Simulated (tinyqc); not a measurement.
# Worked calculation: internal photoemission over an interface barrier

Numbers from tinyqc (`OMP_NUM_THREADS=1 python tinyqc.py 2410156 2410157 out.jsonl`; about 0.01 s on one thread of a shared Intel Xeon 2.30GHz). Printed values are rounded.

Electrons are excited from the valence band of a semiconductor over the barrier Phi(F) = P0 - sqrt(q F/(4 pi eps0 ei)), whose top lies at xm = sqrt(q/(16 pi eps0 ei F)). The yield is Y = A (hv - Phi)^p exp(-xm/l), with A = 1 here.

Inputs (values chosen for the exercise); dielectric values close to those of silicon dioxide: barrier at zero field P0 = 3.95 eV; image-force permittivity ei = 2.11; scattering length in the image well l = 4.9 nm; field in the dielectric F = 1.1 MV/cm.

Constants: q = 1.602176634e-19 C, h = 6.62607015e-34 J s, c = 299792458 m/s, eps0 = 8.8541878128e-14 F/cm where lengths are in cm. Results are converted to the units shown.

## Barrier in the field

Lowering P0 - Phi, barrier, position of its top, scattering factor and threshold wavelength.

lowering = 273.9877 meV
Phi = 3.676012 eV
xm = 1.245398 nm
exp(-xm/l) = 0.7755654
threshold wavelength h c/(q Phi) = 337.2791 nm

## Threshold from a spectrum

| point | hv (eV) | Y |
|---|---|---|
| 0 | 3.83 | 0.002757 |
| 1 | 3.96 | 0.01778 |
| 2 | 4.09 | 0.05496 |
| 3 | 4.22 | 0.1262 |
| 4 | 4.35 | 0.2297 |
| 5 | 4.48 | 0.3972 |

The yields were made at this field with a scatter of 2 %. Fit Y^(1/n) on hv by least squares for n = 2 and n = 3; the zero of the line is the threshold.

| point | Y^(1/2) | Y^(1/3) |
|---|---|---|
| 0 | 0.05250714 | 0.1402207 |
| 1 | 0.1333417 | 0.2610021 |
| 2 | 0.2344355 | 0.3802030 |
| 3 | 0.3552464 | 0.5015949 |
| 4 | 0.4792703 | 0.6124261 |
| 5 | 0.6302381 | 0.7350831 |

threshold for n = 2 = 3.801800 eV
threshold for n = 3 = 3.674318 eV

The right exponent, 3, gives 3.674 eV against Phi = 3.676 eV; the wrong one is off by 126 meV.
